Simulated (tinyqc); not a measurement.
Koster-Slater impurity in a tight-binding band, by Green functions and by supercells: one step, computed by the program tinyqc.

One orbital per site, e(k) = -2 t sum cos(k_i) over 3 direction(s), band from -6 t to 6 t, lattice constant 1. One site has the extra energy U. Spin is left out.

Problem. The level in the supercell. In a periodic cell of N sites along each direction with Bloch vector K, the level solves 1/U = N^-d sum_k 1/(E - e(k)), k_i = (2 pi m_i + K_i)/N, m_i = 0..N-1; the outermost root on the side of U is taken (bisection). d is the number of directions. Gamma means K_i = 0, the zone corner K_i = pi, the quarter point K_i = pi/2. The error is measured against the isolated level E_b.

Inputs (values chosen for the exercise, for a model band): hopping t = 0.54 eV; impurity potential U = -3.05 eV; supercell edge N = 2 sites.

Lattice: simple cubic.

level E_b = -3.693059 eV

Give: level at Gamma; level at the corner; level at the quarter point; error at Gamma; width between Gamma and the corner.

Solution.

level at Gamma = -4.257 eV

level at the corner = -3.05 eV

level at the quarter point = -3.650 eV

error at Gamma = -0.5640 eV

width between Gamma and the corner = 1.207 eV

Images turn the level into a band 1.21 eV wide; the quarter point misses the isolated level by 0.043 eV, far less than Gamma, because the leading hopping between images averages out there.
